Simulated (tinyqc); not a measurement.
Worked calculation: quantum-confined Stark effect in a modulator well. Values are carried at full precision from step to step, so a last printed digit may differ when a step is redone from the rounded ones.

Constants: hbar^2/2m0 = 3.80998211 eV angstrom^2; e^2/(4 pi eps0) = 14.39964547 eV angstrom; hc = 1239.841984 eV nm.

Parameters, chosen for this exercise (near those of an InGaAs well in InAlAs; the results hold for these values, not for the real material):
- L = 84 angstrom (well width)
- me = 0.0423 m0 (electron, well)
- mh = 0.369 m0 (heavy hole along z, well)
- F = 109 kV/cm (field)
- Vc = 0.521 eV (conduction offset)
- Vv = 0.202 eV (heavy-hole offset)
- meb = 0.0728 m0 (electron, barrier)
- mhb = 0.426 m0 (heavy hole, barrier)
- Eg = 0.758 eV (gap of the well)
- mp = 0.109 m0 (heavy hole in the plane)
- eps = 13.5 (dielectric constant)
- dE = 15 meV (operating point below the zero-field line)
- G = 6 meV (half width of the exciton line)

## Estimate for hard walls

Second order: each level moves by -C m (e F)^2 L^4/(2c), C = (15/pi^2 - 1)/(24 pi^2), c = hbar^2/2m0, 1 kV/cm = 1e-5 eV/angstrom. It holds while e F L is no more than about twice 3 c pi^2/(m L^2).

Estimate:
```
carrier     shift (meV)  e F L over the level spacing
electron          -0.72                          0.24
heavy hole        -6.29                          2.11
```

The hole, 8.7 times heavier, carries 90 % of the estimated shift; for hard walls second order errs by about 2 % at a ratio of 1 and 13 % at 3.

## Levels and envelopes

Envelopes on cells of 0.5 angstrom over the well |z| < L/2 and 45 angstrom of barrier on each side, psi = 0 beyond, psi'/m continuous (mean mass between points), c = hbar^2/2m0. The electron sees + e F z and the hole - e F z, each with its offset in the barriers; 1 kV/cm = 1e-5 eV/angstrom. Light holes, band mixing and escape by tunnelling are left out.

Ground levels, squared overlap and separation <z>_h - <z>_e without and with the field.

Results:
```
F (kV/cm)  E_e (meV)  E_h (meV)  overlap^2  separation (angstrom)
0              63.59      10.30      0.980                    0.0
109            60.79      -0.49      0.663                   22.5
```

The electron level moves by -2.79 meV (3.9 times the hard-wall estimate, since it leaks into the barriers and sees a wider well) and the hole level by -10.79 meV (1.72 times).

## Exciton

Exciton: in-plane function exp(-rho/lam), 1/mu = 1/me + 1/mp, E(lam) = c/(mu lam^2) - (q/eps) times the integral over k of Fm(k)(1 + (k lam/2)^2)^(-3/2), Fm(k) the double integral of psi_e^2 psi_h^2 exp(-k |z - z'|), q = e^2/(4 pi eps0); binding Eb = -E at the minimum. Line at Eg + E_e + E_h - Eb, strength proportional to overlap^2/lam^2.

Minimise over lam without and with the field.

Results:
```
F (kV/cm)  lam (angstrom)  Eb (meV)  line (eV)      nm  overlap^2/lam^2 (1e-4/angstrom^2)
0                   169.2      6.01     0.8259  1501.2                             0.3425
109                 179.1      5.61     0.8127  1525.6                             0.2067
```

The weaker binding gives back 0.40 meV of the red shift, leaving 13.2 meV; the strength falls to 60 %.

## Contrast at the operating point

With a Gaussian line of half width G, the absorption at E_op = line(0) - dE is proportional to strength x exp(-ln2 ((E_op - line)/G)^2); continuum absorption is left out. Give it at both fields, relative to the zero-field peak.

E_op = 0.8109 eV
wavelength = 1529.0 nm

absorption without and with the field: [0.013, 0.57]

The field changes the absorption by +0.55 of the zero-field peak. With dE above 2G the Gaussian tail at zero field is weak; real tails fall only exponentially and absorb more.

## Checks

- Zero-field levels against the matching condition of the square well, meV: largest difference 3.5e-03.
- Slope d(E_e + E_h)/dF against minus the separation (Hellmann-Feynman), angstrom: both -22.5.

tinyqc: `OMP_NUM_THREADS=1 python tinyqc.py 1250853 1250854 out.jsonl`; about 0.1 s, one thread, shared Intel(R) Xeon(R) Processor @ 2.30GHz.
